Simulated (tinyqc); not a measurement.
Exchange-only LDA atom on a uniform radial grid, spin-unpolarised, for C(2+), step by step. Computed by tinyqc, a small Python program that keeps every step. Settings: Z = 6, points = 256, R = 5.4, functional = Slater exchange alone, mixing = 0.6, iteration cap = 67. Command: `OMP_NUM_THREADS=1 python tinyqc.py 30115 30116 out.jsonl` (the two numbers bound the seeds that draw the settings). One thread of a shared host (Intel(R) Xeon(R) Processor @ 2.60GHz), about 0.4 s of CPU time with the checks. Later iterations appear only in the table of the cycle.

## Iteration 1

Spherical atom on a uniform radial grid r_j = j h with h = R/(N + 1), h sum u^2 = 1 and integrals as h times sums, u(0) = u(R) = 0 (atomic units):
```
parameter           value
Z                       6
points N              256
R                5.400000
h                0.021012
mixing           0.600000
electrons in 1s         2
electrons in 2s         2
```

Three-point differences turn -u''/2 + [l(l+1)/2r^2 - Z/r + V] u = e u into a tridiagonal matrix (diagonal 1/h^2 + potential, off-diagonal -1/2h^2). D = sum f u^2; the Hartree potential y/r solves y'' = -D/r with y(0) = 0, y(R) = N_e; v_xc comes from rho = D/(4 pi r^2); E = sum f e - int D V + int D (V_H/2 + eps_xc); V(new) = V + mixing (V_H + v_xc - V).

eigenvalues (hartree): 1s -17.929041, 2s -4.495539

Every 16th grid point:
```
r             V in     u(1s)      u(2s)         D       V_H       v_xc
0.336187  0.000000  1.316452  -0.008377  3.466234  7.972129  -1.325825
0.672374  0.000000  0.352140  -0.943998  2.030267  5.084967  -0.698819
1.008560  0.000000  0.070646  -1.030293  2.132988  3.767531  -0.542145
1.344747  0.000000  0.012598  -0.751272  1.129138  2.932923  -0.362028
1.680934  0.000000  0.002106  -0.456760  0.417268  2.371545  -0.223885
2.017121  0.000000  0.000338  -0.249986  0.124986  1.981541  -0.132654
2.353307  0.000000  0.000053  -0.127710  0.032620  1.699474  -0.076494
2.689494  0.000000  0.000008  -0.062140  0.007723  1.487224  -0.043291
3.025681  0.000000  1.21e-06  -0.029157  0.001700  1.322009  -0.024166
3.361868  0.000000  1.80e-07  -0.013301  0.000354  1.189814  -0.013349
3.698054  0.000000  2.65e-08  -0.005932  0.000070  1.081650  -0.007313
4.034241  0.000000  3.87e-09  -0.002596  0.000013  0.991512  -0.003978
4.370428  0.000000  5.61e-10  -0.001115  2.49e-06  0.915242  -0.002147
4.706615  0.000000  8.07e-11  -0.000464  4.30e-07  0.849868  -0.001138
5.042802  0.000000  1.14e-11  -0.000169  5.73e-08  0.793210  -0.000555
5.378988  0.000000         0  -0.000009  1.50e-10  0.743634  -0.000073
```

total energy = -34.82252319 hartree

## Iteration 2

As before.

eigenvalues (hartree): 1s -13.291705, 2s -2.426454

Every 16th grid point:
```
r             V in     u(1s)      u(2s)         D       V_H       v_xc
0.336187  3.987782  1.338302   0.072757  3.592693  7.547124  -1.341756
0.672374  2.631689  0.414839  -0.726409  1.399524  4.808556  -0.617315
1.008560  1.935231  0.100369  -0.964218  1.879580  3.618950  -0.519764
1.344747  1.542537  0.022030  -0.849906  1.445650  2.872297  -0.393110
1.680934  1.288596  0.004590  -0.629254  0.791963  2.350713  -0.277197
2.017121  1.109332  0.000926  -0.422540  0.357081  1.975110  -0.188230
2.353307  0.973788  0.000183  -0.266606  0.142158  1.697623  -0.124947
2.689494  0.866360  0.000035  -0.161147  0.051937  1.486716  -0.081714
3.025681  0.778706  0.000007  -0.094395  0.017821  1.321875  -0.052887
3.361868  0.705879  1.30e-06  -0.053978  0.005827  1.189779  -0.033964
3.698054  0.644602  2.45e-07  -0.030264  0.001832  1.081641  -0.021672
4.034241  0.592521  4.60e-08  -0.016658  0.000555  0.991510  -0.013735
4.370428  0.547857  8.61e-09  -0.008953  0.000160  0.915242  -0.008608
4.706615  0.509238  1.60e-09  -0.004571  0.000042  0.849868  -0.005233
5.042802  0.475593  2.89e-10  -0.001951  0.000008  0.793210  -0.002833
5.378988  0.446137  1.05e-11  -0.000107  2.28e-08  0.743634  -0.000391
```

total energy = -35.59524038 hartree

## Iteration 3

As before.

eigenvalues (hartree): 1s -11.782502, 2s -1.758827

Every 16th grid point:
```
r             V in     u(1s)      u(2s)         D       V_H       v_xc
0.336187  5.318334  1.343508   0.090994  3.626586  7.373652  -1.345962
0.672374  3.567420  0.436295  -0.637413  1.193297  4.686832  -0.585369
1.008560  2.633604  0.112218  -0.908978  1.677668  3.541049  -0.500443
1.344747  2.104527  0.026403  -0.858829  1.476568  2.832662  -0.395893
1.680934  1.759548  0.005928  -0.684229  0.936408  2.333468  -0.293118
2.017121  1.515861  0.001293  -0.496212  0.492455  1.968345  -0.209518
2.353307  1.333121  0.000277  -0.339127  0.230014  1.695155  -0.146685
2.689494  1.189545  0.000058  -0.222548  0.099056  1.485863  -0.101337
3.025681  1.072875  0.000012  -0.141804  0.040216  1.321593  -0.069370
3.361868  0.975840  2.53e-06  -0.088327  0.015603  1.189691  -0.047164
3.698054  0.893822  5.22e-07  -0.053975  0.005827  1.081615  -0.031872
4.034241  0.823673  1.07e-07  -0.032345  0.002092  0.991503  -0.021378
4.370428  0.763123  2.19e-08  -0.018843  0.000710  0.915240  -0.014137
4.706615  0.710476  4.46e-09  -0.010319  0.000213  0.849867  -0.009006
5.042802  0.664463  8.76e-10  -0.004632  0.000043  0.793210  -0.005042
5.378988  0.624400  3.32e-11  -0.000259  1.34e-07  0.743634  -0.000705
```

total energy = -35.70011686 hartree

## Convergence

Stop when input and output potentials agree to 1e-7.

Course of the cycle (hartree):
```
iteration             E       e(1s)      e(2s)  largest |V(out) - V(in)|
1          -34.82252319  -17.929041  -4.495539                  1.01e+01
2          -35.59524038  -13.291705  -2.426454                  3.17e+00
3          -35.70011686  -11.782502  -1.758827                  9.56e-01
4          -35.71185629  -11.307242  -1.536228                  2.84e-01
5          -35.71304723  -11.160230  -1.460488                  8.53e-02
6          -35.71316430  -11.115010  -1.434298                  2.61e-02
7          -35.71317584  -11.101089  -1.425103                  8.11e-03
8          -35.71317701  -11.096786  -1.421827                  2.56e-03
9          -35.71317713  -11.095448  -1.420644                  9.19e-04
10         -35.71317714  -11.095028  -1.420212                  3.34e-04
11         -35.71317714  -11.094895  -1.420052                  1.23e-04
12         -35.71317714  -11.094853  -1.419992                  4.58e-05
13         -35.71317714  -11.094839  -1.419970                  1.72e-05
14         -35.71317714  -11.094835  -1.419961                  6.50e-06
15         -35.71317714  -11.094833  -1.419958                  2.47e-06
16         -35.71317714  -11.094833  -1.419957                  9.43e-07
17         -35.71317714  -11.094832  -1.419956                  3.62e-07
18         -35.71317714  -11.094832  -1.419956                  1.39e-07
19         -35.71317714  -11.094832  -1.419956                  5.37e-08
```

Converged in 19 iterations. A uniform grid resolves the cusp poorly: for a bare nucleus this grid gives 1s at -17.92904 against -Z^2/2 = -18 hartree. Before convergence this energy mixes input and output and is not variational, so it may rise towards its limit.
